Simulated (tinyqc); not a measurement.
# Changing the field after the step F

Model: velocity overshoot from momentum and energy balance equations after a field step. Computed by tinyqc, a small Python program. Command: `OMP_NUM_THREADS=1 python tinyqc.py 3022417 3022418 out.jsonl overshoot sweep`. One thread of a shared host (Intel(R) Xeon(R) Processor @ 2.30GHz), about 0.03 s of CPU time with the checks.

At t = 0 the field jumps from 0 to F in a uniform sample. v is the drift velocity and u = w - (3/2) k_B T the excess energy per carrier.

Inputs (values chosen for the exercise, modelled on electrons in silicon except for tau_E):
```
quantity                      value        unit
effective mass m               0.26         m_0
low-field mobility mu_0        1300  cm^2/(V s)
saturation velocity v_s           1    1e7 cm/s
energy relaxation time tau_E   0.42          ps
lattice temperature T           300           K
time step dt                     17          fs
```

Scheme: explicit Euler.

Constants: m_0 = 9.1093837015e-31 kg; e = 1.602176634e-19 C; k_B = 8.617333262e-05 eV/K.

Method:
- dv/dt = e F/m - v/tau_m(u), du/dt = e F v - u/tau_E, tau_m(u) = tau_0/(1 + c u), tau_0 = m mu_0/e, c = mu_0/(e tau_E v_s^2); this choice gives the steady state v (1 + mu_0 F v/v_s^2) = mu_0 F, which saturates at v_s. Steady velocity v = 2 mu_0 F/(1 + sqrt(1 + 4 (mu_0 F/v_s)^2)); u = e F v tau_E; carrier temperature T + 2u/(3 k_B), neglecting the drift energy m v^2/2.
- Step: v_new = v + dt (e F/m - v/tau_m(u)), u_new = u + dt (e F v - u/tau_E). Start v = u = 0; the distance adds dt (v + v_new)/2.
- Run to 8 times the larger of tau_E and tau_0, but at most 20001 steps, and stop early if |v| > 1000 v_s or u < -1/(2c); the run is accepted if the last v is within 0.5 % of the steady value.

One run for each value; columns: (1) field after the step F (kV/cm); (2) peak over steady velocity; (3) peak velocity (1e7 cm/s); (4) steady velocity (1e7 cm/s); (5) time of the peak (fs); (6) distance at the peak (nm):
```
(1)      (2)      (3)      (4)   (5)     (6)
0.51  1.0001  0.06602  0.06601  1683   9.915
0.74  1.0005  0.09537  0.09533  1445  12.076
1.10  1.0018  0.14045  0.14019  1207  14.506
1.50  1.0049  0.18901  0.18810  1020  16.097
2.20  1.0148  0.26972  0.26579   833  18.208
3.20  1.0385  0.37554  0.36160   663  19.484
4.70  1.0889  0.51595  0.47382   527  20.621
6.70  1.1690  0.67683  0.57900   408  20.117
9.80  1.2984  0.88526  0.68179   323  20.330
```

What does the table show, and why?

Over the rows, peak over steady velocity rises from 1.00 to 1.30 (exponent d ln y / d ln x 9.5e-4 between the first rows and 0.28 between the last); peak velocity (1e7 cm/s) rises from 0.0660 to 0.885 (exponent d ln y / d ln x 0.99 between the first rows and 0.71 between the last); steady velocity (1e7 cm/s) rises from 0.0660 to 0.682 (exponent d ln y / d ln x 0.99 between the first rows and 0.43 between the last). At the low end the exponent of steady velocity is 0.99, close to 1: Ohm's law. Overshoot passes 10 % between 4.70 and 6.70 kV/cm; the knee field v_s/mu_0 is 7.69 kV/cm.

Extremes, crossings and ranges named in words are read from the listed rows.
